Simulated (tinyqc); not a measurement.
# Time-domain thermoreflectance: layered heat flow under a modulated pulse train, and what the signal ratio measures, step by step

A worked calculation. Computed by tinyqc, a small Python program that keeps every step. Command: `OMP_NUM_THREADS=1 python tinyqc.py 3112579 3112580 out.jsonl tdtr walk`. One thread of a shared host (Intel(R) Xeon(R) Processor @ 2.30GHz), about 0.2 s of CPU time with the checks. Intermediate numbers are printed to about 6 digits and carried at full precision; extremes and crossings named in words are read from the listed rows.

Pulses repeat at 80 MHz; heat is laid down at the surface, all layers are isotropic, and the film is in perfect contact with the substrate.

Inputs (values chosen for the exercise, modelled on aluminium on silicon): metal thickness d = 93 nm; metal conductivity = 200 W/(m K); metal heat capacity = 2.42 MJ/(m^3 K); boundary conductance G under the metal = 41 MW/(m^2 K); film thickness = 44 nm; film conductivity = 0.4 W/(m K); film heat capacity = 1.8 MJ/(m^3 K); substrate conductivity kappa = 130 W/(m K); substrate heat capacity C = 1.64 MJ/(m^3 K); modulation frequency f = 12 MHz; spot radius w (1/e^2, pump and probe) = 4.3 micrometre; delay t = 2400 ps.

Stack: metal, film, substrate.

## Length and time scales

Penetration depth sqrt(kappa/(pi f C)); effusivity sqrt(kappa C); cooling time of the metal d C_m/G; Kapitza length kappa/G.

penetration depth = 1.45005 micrometre

effusivity = 14601.4 W s^(1/2)/(m^2 K)

cooling time of the metal = 5489.27 ps

Kapitza length = 3170.73 nm

depth over spot radius = 0.337222

The penetration depth is not small against the spot, so radial spreading in the substrate matters at f.

## Impedance at k = 0 and the modulation frequency

For radial wave number k and angular frequency W each layer has u = sqrt(4 pi^2 k^2 + i W C/kappa) and gamma = kappa u. Surface impedance from below: Z = 1/gamma for the substrate; a layer of thickness L maps Z to (Z + tanh(u L)/gamma)/(1 + gamma Z tanh(u L)); a boundary adds 1/G. Take k = 0 and W = 2 pi f.

Z of the substrate = 5.57713-5.57713i m^2 K/GW

Z at the surface = 18.4722-46.4823i m^2 K/GW

## Response at the modulation frequency

Response per absorbed watt H(W) = 2 pi int_0^(2/w) Z(k, W) exp(-pi^2 k^2 w^2) k dk by 20 Gauss-Legendre points.

H(2 pi f) = 0.393073-0.679769i K/mW

phase of H(2 pi f) = -59.9616 degrees

## Signal at one delay

Signal: X + iY = sum_(m = -M..M) H(2 pi (f + m f_r)) exp(i 2 pi m f_r t) exp(-pi (m/M)^2 x 4), f_r = 80 MHz, M = 4000, with H(-W) the complex conjugate of H(W); V_in = X, V_out = Y, ratio = -V_in/V_out.

V_in = 0.670272 K/mW

V_out = -0.684095 K/mW

ratio -V_in/V_out = 0.979794

## Ratio and sensitivities against delay

Sensitivity S = ln(ratio'/ratio)/ln(1.01) for a rise of one input by 1 %.

Ratio and sensitivities:
```
t (ps)    ratio  S to kappa     S to G     S to d     S to C     S to w  S to film conductivity
100     1.51196   0.0070069  0.0898341  -0.527933  0.0084387  -0.466669                0.401680
200     1.47421   0.0071599  0.0834797  -0.522526  0.0085491  -0.463328                0.400291
400     1.40861   0.0074403  0.0758600  -0.507770  0.0087515  -0.456878                0.397150
800     1.29803   0.0079736  0.0681065  -0.486273  0.0091421  -0.445583                0.392132
1500    1.14139   0.0089162  0.0629732  -0.464051  0.0098550  -0.430857                0.388579
2500    0.96375   0.0103953  0.0621935  -0.452708  0.0110167  -0.419557                0.392770
4000    0.75372   0.0131066  0.0662119  -0.465817  0.0132094  -0.422257                0.414755
```

The largest sensitivity in size at 100 ps is to d (-0.53). The substrate conductivity is hardly felt at 400 ps.

Checks made by the program: steady rise of a bare substrate, 1/(2 sqrt(pi) w kappa), from the same quadrature (relative difference below 1e-10).
